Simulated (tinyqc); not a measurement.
# Inputs raised by 10 %, one at a time

Model: estimate of lattice thermal conductivity from elastic moduli (Slack, Klemens and Cahill formulas). Computed by tinyqc, a small Python program. Command: `OMP_NUM_THREADS=1 python tinyqc.py 3011566 3011567 out.jsonl slack sens`. One thread of a shared host (Intel(R) Xeon(R) Processor @ 2.30GHz), about 0.01 s of CPU time with the checks.

An isotropic solid.

Inputs (values chosen for the exercise, for a model crystal):
```
quantity                               value        unit
bulk modulus B                          44.9         GPa
shear modulus G                         17.2         GPa
volume per atom V                       28.5  angstrom^3
mean atomic mass M                       157           u
atoms per primitive cell n                 4           -
volume expansion coefficient alpha_V    67.7       ppm/K
temperature T                            700           K
disorder parameter Gamma              0.0003           -
grain size d                             220          nm
```

Grueneisen parameter: from thermal expansion.

Constants: u = 1.6605390666e-27 kg; hbar = 1.054571817e-34 J s; k_B = 1.380649e-23 J/K; h = 6.62607015e-34 J s.

Method:
- rho = M/V; vL = sqrt((B + 4G/3)/rho), vT = sqrt(G/rho); v_m = [(vL^-3 + 2 vT^-3)/3]^(-1/3); Poisson ratio sigma = (3B - 2G)/(6B + 2G); Theta = hbar v_m (6 pi^2/V)^(1/3)/k_B.
- gamma = alpha_V B V/(3 k_B), with the classical heat capacity 3 k_B per atom.
- Slack, an estimate for T near or above Theta_a: kappa = A M Theta_a^3 delta n^(1/3)/(gamma^2 T) in W/(m K), with M in u, delta = V^(1/3) in angstrom, Theta_a = Theta n^(-1/3) and A = 2.43e-6/(1 - 0.514/gamma + 0.228/gamma^2).
- High-temperature forms with the classical heat capacity. Klemens: kappa/kappa_0 = arctan(u)/u, u^2 = pi^2 Theta V Gamma kappa_0/(h v_m^2). Grains: 1/kappa_poly = 1/kappa + 1/(C v_m d/3), C = 3 k_B/(n V), the acoustic branches alone.

Runs; columns: (1) input moved; (2) from; (3) to; (4) Grueneisen parameter gamma; (5) kappa of the perfect crystal (W/(m K)); (6) kappa with point defects (W/(m K)); (7) kappa of the polycrystal (W/(m K)):
```
(1)                                              (2)      (3)     (4)      (5)      (6)      (7)
base run                                           -        -  2.0916  0.63043  0.62936  0.61984
bulk modulus B (GPa)                            44.9    49.39  2.3007  0.51540  0.51468  0.50831
shear modulus G (GPa)                           17.2    18.92  2.0916  0.72308  0.72174  0.70980
volume per atom V (angstrom^3)                  28.5    31.35  2.3007  0.55493  0.55409  0.54634
mean atomic mass M (u)                           157    172.7  2.0916  0.60109  0.60007  0.59099
volume expansion coefficient alpha_V (ppm/K)    67.7    74.47  2.3007  0.51256  0.51186  0.50554
disorder parameter Gamma                      0.0003  0.00033  2.0916  0.63043  0.62925  0.61973
grain size d (nm)                                220      242  2.0916  0.63043  0.62936  0.62069
```

Exponents ln(y'/y) / ln(x'/x):
```
input                                 Grueneisen parameter gamma  kappa of the perfect crystal  kappa with point defects  kappa of the polycrystal
bulk modulus B                                                 1                        -2.114                    -2.110                    -2.081
shear modulus G                                                0                         1.439                     1.437                     1.422
volume per atom V                                              1                        -1.338                    -1.336                    -1.324
mean atomic mass M                                             0                        -0.500                    -0.500                    -0.500
volume expansion coefficient alpha_V                           1                        -2.172                    -2.168                    -2.139
disorder parameter Gamma                                       0                         0.000                    -0.002                    -0.002
grain size d                                                   0                         0.000                     0.000                     0.014
```

Among the inputs moved here: Grueneisen parameter gamma answers most in size to bulk modulus B (exponent +1.000), and about equally to volume per atom V (+1.000), volume expansion coefficient alpha_V (+1.000); its exponent is below 0.0005 for shear modulus G, mean atomic mass M, disorder parameter Gamma, grain size d. Kappa of the perfect crystal answers most in size to volume expansion coefficient alpha_V (exponent -2.172), next to bulk modulus B (-2.114); its exponent is below 0.0005 for disorder parameter Gamma, grain size d. Its exponent -0.500 in mean atomic mass M: M Theta^3 scales as M^(-1/2) at fixed moduli. Kappa with point defects answers most in size to volume expansion coefficient alpha_V (exponent -2.168), next to bulk modulus B (-2.110); its exponent is below 0.0005 for grain size d. Its exponent -0.002 in disorder parameter Gamma: weak disorder. Kappa of the polycrystal answers most in size to volume expansion coefficient alpha_V (exponent -2.139), next to bulk modulus B (-2.081). Its exponent +0.014 in grain size d: grains are larger than the free path.
